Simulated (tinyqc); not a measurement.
Schottky barrier on an n-type semiconductor with a surface-enhanced doping, non-linear Poisson equation by Newton steps: two steps of the calculation.

One dimension, metal at x = 0, donor density C(x) = Nd + N0 exp(-x/Ls). Energies are counted from the electron Fermi level of the semiconductor and the conduction-band edge is Ec = -psi, so n = Nc exp(psi/Vt); holes follow the Fermi level of the metal, at -V, so p = Nv exp((V - psi - Eg)/Vt). Ends: psi(0) = V - phiB and psi = Vt ln(Nd/Nc) deep inside. Boltzmann statistics, full ionisation, no current, no image force in the Poisson equation.

Values chosen for this exercise; band and dielectric values those of a made-up semiconductor:
```
symbol    value   unit                                      meaning
T           250      K                                  temperature
Eg         1.19     eV                                     band gap
eps_r        10                               relative permittivity
Nc      7.33e17  cm^-3       conduction-band density of states at T
Nv      1.53e19  cm^-3          valence-band density of states at T
Nd       5.2e15  cm^-3      donor density deep in the semiconductor
phiB       0.65     eV                               barrier height
V             0      V  bias of the metal against the semiconductor
```

Constants: q = 1.602176634e-19 C, kB = 1.380649e-23 J/K, Vt = kB T/q, eps0 = 8.8541878128e-14 F/cm where lengths are in cm. Results are converted to the units shown.

Task 1. End potentials, built-in voltage, Debye length. psi_0 = V - phiB, psi_b = Vt ln(Nd/Nc), Vbi = phiB - Vt ln(Nc/Nd), LD = sqrt(eps0 eps_r Vt/(q Nd)), W = sqrt(2 eps0 eps_r (Vbi - V)/(q Nd)), hole density at the metal p_0 = Nv exp((phiB - Eg)/Vt).

Wanted: psi_0; psi_b; Vbi; LD; W for uniform Nd; p_0.

Result 1.

psi_0 = -0.65000 V
psi_b = -0.10661 V
Vbi = 0.54339 V
LD = 47.849 nm
W for uniform Nd = 339.85 nm
p_0 = 1.9896e8 cm^-3

The hole density at the metal is 3.8e-8 times Nd, so holes hardly matter.

Task 2. Newton step. Solve the tridiagonal system a_(i-1) d_(i-1) + b_i d_i + a_i d_(i+1) = -F_i for nodes 1 to 11, with d = 0 on fixed nodes. Each component d is damped to sign(d) Vt ln(1 + |d|/Vt) before it is added.

| interval | coupling a_i (F/cm^2) |
|---|---|
| 0 | 1.1498945e-7 |
| 1 | 9.9485256e-8 |
| 2 | 8.5962988e-8 |
| 3 | 7.5035490e-8 |
| 4 | 6.4629108e-8 |
| 5 | 5.6039163e-8 |
| 6 | 4.8649384e-8 |
| 7 | 4.2981494e-8 |
| 8 | 3.5416751e-8 |
| 9 | 3.1622099e-8 |
| 10 | 2.7669337e-8 |
| 11 | 2.3930237e-8 |

| node | diagonal b (F/cm^2) | residual F (C/cm^2) |
|---|---|---|
| 1 | -2.1447539e-7 | 1.0449333e-8 |
| 2 | -1.8950222e-7 | 7.6619368e-9 |
| 3 | -6.6400548e-7 | -4.8693140e-9 |
| 4 | -8.1496811e-7 | -1.8853437e-9 |
| 5 | -7.5527908e-7 | -6.2055999e-11 |
| 6 | -7.8466075e-7 | -5.8640370e-12 |
| 7 | -8.4881261e-7 | -5.2054831e-13 |
| 8 | -9.6199831e-7 | -3.5604437e-14 |
| 9 | -1.0922262e-6 | -1.6204251e-15 |
| 10 | -1.2195198e-6 | -4.2699324e-17 |
| 11 | -1.3858033e-6 | -7.0924079e-19 |

| node | psi after iteration 1 (V) |
|---|---|
| 0 | -0.65000000 |
| 1 | -0.38801834 |
| 2 | -0.20392224 |
| 3 | -0.10309430 |
| 4 | -0.09983141 |
| 5 | -0.10430945 |
| 6 | -0.10588061 |
| 7 | -0.10640861 |
| 8 | -0.10656127 |
| 9 | -0.10659914 |
| 10 | -0.10660584 |
| 11 | -0.10660680 |
| 12 | -0.10660691 |

Find: Newton step d, before damping; psi after iteration 2.

Result 2.

| node | Newton step d, before damping (V) |
|---|---|
| 1 | 0.09032 |
| 2 | 0.08969 |
| 3 | 0.00406 |
| 4 | -0.00196 |
| 5 | -0.00025 |
| 6 | -0.00003 |
| 7 | 0.00000 |
| 8 | 0.00000 |
| 9 | 0.00000 |
| 10 | 0.00000 |
| 11 | 0.00000 |

| node | psi after iteration 2 (V) |
|---|---|
| 0 | -0.6500 |
| 1 | -0.3525 |
| 2 | -0.1686 |
| 3 | -0.0994 |
| 4 | -0.1017 |
| 5 | -0.1046 |
| 6 | -0.1059 |
| 7 | -0.1064 |
| 8 | -0.1066 |
| 9 | -0.1066 |
| 10 | -0.1066 |
| 11 | -0.1066 |
| 12 | -0.1066 |

Numbers from tinyqc (`OMP_NUM_THREADS=1 python tinyqc.py 2020059 2020060 out.jsonl`; about 0.07 s on one thread of a shared Intel Xeon 2.30GHz).
